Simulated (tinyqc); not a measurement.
Three regimes over temperature: precursor delivery and alloy composition in metal-organic vapour-phase epitaxy. Computed by tinyqc, a small Python program. Command: `OMP_NUM_THREADS=1 python tinyqc.py 3014008 3014009 out.jsonl movpe walk`. One thread of a shared host (Intel(R) Xeon(R) Processor @ 2.30GHz), about 0.01 s of CPU time with the checks.

Carrier gas leaves each bubbler saturated. Group-III species cross a boundary layer and react at the surface; element 2 can also desorb. The film is (1)_(1-x) (2)_x V with a zinc-blende cell.

Inputs (values chosen for the exercise, close to those used for InGaP from TEGa and TMIn): source 1: a in log10(p/torr) = a - b/T = 8.08; source 1: b = 2162 K; source 1: bath temperature = 24 C; source 1: carrier flow = 3.1 sccm; source 2: a = 10.52; source 2: b = 3014 K; source 2: bath temperature = 27 C; source 2: carrier flow = 110 sccm; bubbler pressure p_b = 1000 torr; group-V hydride flow = 26 sccm; total flow = 16 slm; reactor pressure p = 760 torr; diffusivity D0 at 273.15 K and 760 torr = 0.36 cm^2/s; boundary layer delta = 0.7 cm; prefactor of the surface rate k_s = 2.2e+13 cm/s; energy of k_s = 1.94 eV; prefactor of the loss of element 2 = 2e+15 layers/s; energy of the loss = 3.12 eV; lattice constant a = 5.65 angstrom.

Constants: k_B = 1.380649e-23 J/K; k_B = 8.617333262e-05 eV/K.

Method:
- Temperatures in kelvin are T(C) + 273.15.
- Vapour pressure p_v = 10^(a - b/T); precursor flow = carrier flow x p_v/(p_b - p_v); 1 sccm = 44.615 micromol/min; V/III = hydride flow over the sum of both; gas share x_g = F2/(F1 + F2).
- Partial pressure p_i = p F_i/(44615 x total flow in slm); density n_i = p_i/(k_B T), 1 torr = 133.322 Pa; D = D0 (T/273.15)^1.75 (760/p), h = D/delta, the same for both; k_s = prefactor x exp(-energy/(k_B T)); arrival J_i = n_i/(1/h + 1/k_s); in layers per second g_i = J_i a^2/2 (two group-III sites per a^2 on (001)).
- Loss of element 2 is r x with r = prefactor x exp(-energy/(k_B T)). Then x = (g2 - r x)/(g1 + g2 - r x), or r x^2 - (g1 + g2 + r) x + g2 = 0, smaller root; growth rate G = g1/(1 - x) layers/s; one layer is a/2 thick, 1 angstrom/s = 0.36 um/h.

molar flows (micromol/min): F1 0.886812, F2 14.8094

gas share x_g = 0.943501

Growth:
```
T (C)       k_s/h  r (layers/s)        x  G (um/h)
450    2.3497e-01    3.6068e-07  0.94350    0.1948
500    1.5652e+00    9.1899e-06  0.94350    0.6567
550    8.2240e+00    1.5800e-04  0.94349    1.0056
600    3.5517e+01    1.9613e-03  0.94341    1.1449
650    1.3020e+02    1.8532e-02  0.94267    1.2022
700    4.1560e+02    1.3902e-01  0.93696    1.1434
750    1.1792e+03    8.5644e-01  0.86855    0.5703
800    3.0237e+03    4.4539e+00  0.27991    0.1079
850    7.1043e+03    2.0000e+01  0.06577    0.0861
```

G peaks at 650 C among these rows. Between the first rows the apparent energy is 1.17 eV, against 1.94 eV for k_s, as control is already mixed; k_s passes h between 450 and 500 C, well above which G depends weakly on T until desorption sets in. Among these rows x stays within 2 % of x_g up to 700 C and then falls, to 0.066 in the last row, as element 2 desorbs. Caution: in these rows, too, a is fixed and both precursors share one D and k_s.

Extremes, crossings and ranges named in words are read from the listed rows.
